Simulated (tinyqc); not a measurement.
Ballistic transport through the one-dimensional subbands of a rectangular nanowire or nanosheet channel: one step, computed by the program tinyqc. Command: `OMP_NUM_THREADS=1 python tinyqc.py 3002837 3002838 out.jsonl wire walk`. One thread of a shared host (Intel(R) Xeon(R) Processor @ 2.30GHz), about 0.02 s of CPU time with the checks.

Hard walls, parabolic subbands, transport along x. Energies are counted from the bulk conduction band edge at the top of the barrier, which the gate pulls down by U; the source Fermi level lies at the bulk edge when U = 0.

Task: Subbands. E_pq = (hbar^2 pi^2/2)(p^2/(m_y b^2) + q^2/(m_z a^2)); m_x = m_y = m_z = m, degeneracy g = 1; the 10 lowest subbands are kept.

Inputs (values chosen for the exercise, modelled on GaN): mass m = 0.2 m_0; height a = 5 nm; width b = 8.9 nm.

Valleys: single isotropic valley.

Constants: hbar^2/(2 m_0) = 3.80998212 eV angstrom^2; k_B = 8.617333262e-05 eV/K.

Give: Subbands.

Result:

Subbands:

| valley axis | p | q | E (meV) | m_x (m_0) |
|---|---|---|---|---|
| - | 1 | 1 | 98.9 | 0.2 |
| - | 2 | 1 | 170.2 | 0.2 |
| - | 3 | 1 | 288.8 | 0.2 |
| - | 1 | 2 | 324.6 | 0.2 |
| - | 2 | 2 | 395.8 | 0.2 |
| - | 4 | 1 | 455.0 | 0.2 |
| - | 3 | 2 | 514.5 | 0.2 |
| - | 5 | 1 | 668.6 | 0.2 |
| - | 4 | 2 | 680.6 | 0.2 |
| - | 1 | 3 | 700.6 | 0.2 |
